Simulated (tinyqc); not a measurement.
Inside a calculation. Method: Ewald sum of point charges, zinc blende, strained along z by a factor 0.87, lattice. Computed by tinyqc, a small Python program that keeps every step. Command: `OMP_NUM_THREADS=1 python tinyqc.py 22091 22092 out.jsonl` (the two numbers bound the seeds that draw the settings). One thread of a shared host (Intel(R) Xeon(R) Processor @ 2.60GHz), about 0.06 s of CPU time with the checks.

## Ewald sum with eta = 0.435 1/bohr

cell vectors (rows) (bohr):
```
          1         2         3
1  0.000000  3.500000  3.045000
2  3.500000  0.000000  3.045000
3  3.500000  3.500000  0.000000
```

Charges:
```
q                f1        f2        f3
1.000000   0.000000  0.000000  0.000000
-1.000000  0.250000  0.250000  0.250000
```

Real space: 1/2 sum q_i q_j erfc(eta r)/r over all images with r > 0; reciprocal space: (2 pi/V) sum_(G != 0) exp(-G^2/4 eta^2)/G^2 |S(G)|^2 with S(G) = sum q exp(i G.r); self term -eta/sqrt(pi) sum q^2; background -pi Q^2/(2 V eta^2), Q the total charge.

Real-space shells (first ones):
```
r (bohr)  pairs  sum (hartree)
2.905685      8      -0.101666
4.639184     16       0.007446
4.949747      8       0.001880
5.194907      8      -0.001074
5.739600     16      -0.000577
6.090000      4       0.000059
7.000000      8       0.000009
7.175448     16      -0.000011
7.579116      8      -1.65e-06
7.847809     16       1.41e-06
8.004696      8      -4.23e-07
8.397739     32       4.55e-07
```

Reciprocal shells (first ones that count):
```
G^2 (1/bohr^2)  vectors  sum (hartree)
2.675814              8       0.014681
3.222728              4       0.005918
4.257799              2       0.000571
9.121270             16       1.73e-06
10.703255             8       1.82e-07
11.191411             8       4.56e-08
15.566726             8       1.01e-10
```

## The total does not depend on eta

The same sums for other eta.

Totals (hartree per cell):
```
eta            real  reciprocal       self  background        total
0.435000  -0.093933    0.021172  -0.490845    0.000000  -0.56360657
0.686000  -0.006620    0.217082  -0.774068    0.000000  -0.56360657
0.977000  -0.000082    0.538902  -1.102426    0.000000  -0.56360657
```

shortest distance = 2.905685 bohr

Madelung constant -E d / (formula units |q+ q-|) = 1.637663
